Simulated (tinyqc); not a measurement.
From zT back to lattice thermal conductivity kappa_L: single-band model of a thermoelectric material. Computed by tinyqc, a small Python program. Command: `OMP_NUM_THREADS=1 python tinyqc.py 3007168 3007169 out.jsonl thermo inv`. One thread of a shared host (Intel(R) Xeon(R) Processor @ 2.30GHz), about 0.02 s of CPU time with the checks.

One spherical band, one scattering law, no minority carriers and no phonon drag. In a real material minority carriers limit |S| to about E_g/(2 e T), so larger values are formal. eta = E_F/(k_B T) is counted from the band edge; f = 1/(1 + exp(x - eta)).

Inputs (values chosen for the exercise, for a model material):
```
quantity                     value        unit
density-of-states mass m       1.6         m_0
mobility parameter mu_300     2600  cm^2/(V s)
temperature exponent p           2           -
carrier density n          2.9e+18      1/cm^3
temperature T                  460           K
```

Band: parabolic. Scattering: acoustic phonons, r = -0.5.

Constants: m_0 = 9.1093837015e-31 kg; k_B = 1.380649e-23 J/K; hbar = 1.054571817e-34 J s; k_B = 8.617333262e-05 eV/K; e = 1.602176634e-19 C.

Method:
- With x = E/(k_B T), a = alpha k_B T (0 for a parabolic band), G = x (1 + a x), D = 1 + 2 a x and <y> = int y f (1 - f) dx, f = 1/(1 + exp(x - eta)): tau = tau_0 G^r/D; transport function s = G^(3/2 + r)/D^2; n = N_0 <G^(3/2)> with N_0 = (2 m k_B T)^(3/2)/(3 pi^2 hbar^3).
- Integrals over x = E/(k_B T) use 160 Gauss-Legendre points in u = sqrt(x) from 0 to sqrt(max(eta, 0) + 32).
- Solve for eta.
- sigma = e mu_0 N_0 <s> with mu_0 = e tau_0/m = mu_300 (T/300 K)^(-p); |S| = (k_B/e)(<x s>/<s> - eta); Lorenz number L = (k_B/e)^2 (<x^2 s>/<s> - (<x s>/<s>)^2); kappa_e = L sigma T; zT = S^2 sigma T/(kappa_L + kappa_e).
- Hall factor r_H = <G^(3/2)> <G^(3/2 + 2r)/D^4>/<s>^2; drift mobility sigma/(n e) with n = N_0 <G^(3/2)>; power factor S^2 sigma.

Problem. A run gave the result below. Find the lattice thermal conductivity kappa_L, known to lie between 69 and 150 W/(m K).

zT = 0.04968324

Solution.

Each step takes the trial c = (a f_b - b f_a)/(f_b - f_a), f being the result less the target and a, b, c the logarithms of the listed values; c replaces end b, the old b replaces a if the sign of f changed, and otherwise f_a is halved.

Scan of the range:
```
lattice thermal conductivity kappa_L (W/(m K))         zT
69.0                                            0.0575879
78.5                                            0.0506420
89.4                                            0.0444857
102.0                                           0.0390046
116.0                                           0.0343078
132.0                                           0.0301576
150.0                                           0.0265451
```

False position (Illinois rule, in the logarithm of the input) inside the bracket:
```
step    end a    end b    trial         zT
1     78.5000  89.4000  80.1058  0.0496302
2     78.5000  80.1058  79.9444  0.0497301
3     80.1058  79.9444  80.0200  0.0496832
4     79.9444  80.0200  80.0200  0.0496832
```

zT falls at every point of a 13-point scan of the range (every second point is shown), so one value fits; it is bracketed by 78.5 and 89.4. Answer: lattice thermal conductivity kappa_L = 80.02 W/(m K).
